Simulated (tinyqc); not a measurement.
# Inputs raised by 2 %, one at a time

Model: speciation in dilute and buffered hydrofluoric acid, oxide etch rate and bath loading. Computed by tinyqc, a small Python program. Command: `OMP_NUM_THREADS=1 python tinyqc.py 3121006 3121007 out.jsonl hfetch sens`. One thread of a shared host (Intel(R) Xeon(R) Processor @ 2.30GHz), about 0.01 s of CPU time with the checks.

Concentrations stand for activities, NH4+ and Cl- are spectators, and water ionisation is neglected. H, F and HF2 denote the ions H+, F- and HF2-. The base temperature is 298 K.

Inputs (values chosen for the exercise, of the order of those for thermal oxide at room temperature):
```
quantity                            value            unit
HF added                             0.53           mol/L
NH4F added                            1.6           mol/L
HCl added                               0           mol/L
K1 = [H][F]/[HF]                 0.000683           mol/L
K2 = [HF2]/([HF][F])                 4.09           L/mol
K3 = [H2F2]/[HF]^2                      0           L/mol
rate constant of neutral HF k_a        12  nm L/(min mol)
rate constant of HF2 k_b               69  nm L/(min mol)
activation energy                    0.34              eV
temperature error                     1.7               K
oxide removed per wafer                42              nm
```

Constants: k_B = 8.617333262e-05 eV/K.

Method:
- Fluoride balance: [HF] + [F] + 2 [HF2] + 2 [H2F2] = HF added + NH4F added. Acid balance: [H] + [HF] + [HF2] + 2 [H2F2] = HF added + HCl added. For a trial [H], [HF] = [H][F]/K1, and the fluoride balance is a quadratic in [F].
- The root is refined to 1e-13 in pH = -log10 [H].
- Rate = k_a ([HF] + 2 [H2F2]) + k_b [HF2], an empirical two-term form.
- Time = oxide/rate; a temperature error changes the rate by exp((E_a/k_B)(1/298 - 1/(298 + error))) - 1.

Runs:
```
input moved                                           from          to  etch rate (nm/min)  [HF2] (mol/L)  share of HF2 in the rate (%)
base run                                                 -           -               31.32         0.4378                         96.47
HF added (mol/L)                                      0.53      0.5406               31.91         0.4460                         96.45
NH4F added (mol/L)                                     1.6       1.632               31.43         0.4398                         96.56
K1 = [H][F]/[HF] (mol/L)                          0.000683  0.00069666               31.32         0.4378                         96.47
K2 = [HF2]/([HF][F]) (L/mol)                          4.09      4.1718               31.40         0.4392                         96.53
rate constant of neutral HF k_a (nm L/(min mol))        12       12.24               31.34         0.4378                         96.40
rate constant of HF2 k_b (nm L/(min mol))               69       70.38               31.92         0.4378                         96.54
```

Exponents ln(y'/y) / ln(x'/x):
```
input                            etch rate  [HF2]  share of HF2 in the rate
HF added                             0.950  0.938                    -0.013
NH4F added                           0.177  0.222                     0.045
K1 = [H][F]/[HF]                     0.000  0.000                     0.000
K2 = [HF2]/([HF][F])                 0.129  0.162                     0.033
rate constant of neutral HF k_a      0.036  0.000                    -0.036
rate constant of HF2 k_b             0.965  0.000                     0.035
```

To which inputs is each result most sensitive?

Among the inputs moved here: etch rate answers most in size to rate constant of HF2 k_b (exponent +0.965), and about equally to HF added (+0.950); its exponent is below 0.0005 for K1 = [H][F]/[HF]. [HF2] answers most in size to HF added (exponent +0.938), next to NH4F added (+0.222); its exponent is below 0.0005 for K1 = [H][F]/[HF], rate constant of neutral HF k_a, rate constant of HF2 k_b. Share of HF2 in the rate answers most in size to NH4F added (exponent +0.045), next to rate constant of neutral HF k_a (-0.036); its exponent is below 0.0005 for K1 = [H][F]/[HF].

Caution (all rows): at ionic strengths above about 0.5 mol/L activities differ much from concentrations, so pH and rates are only indicative.
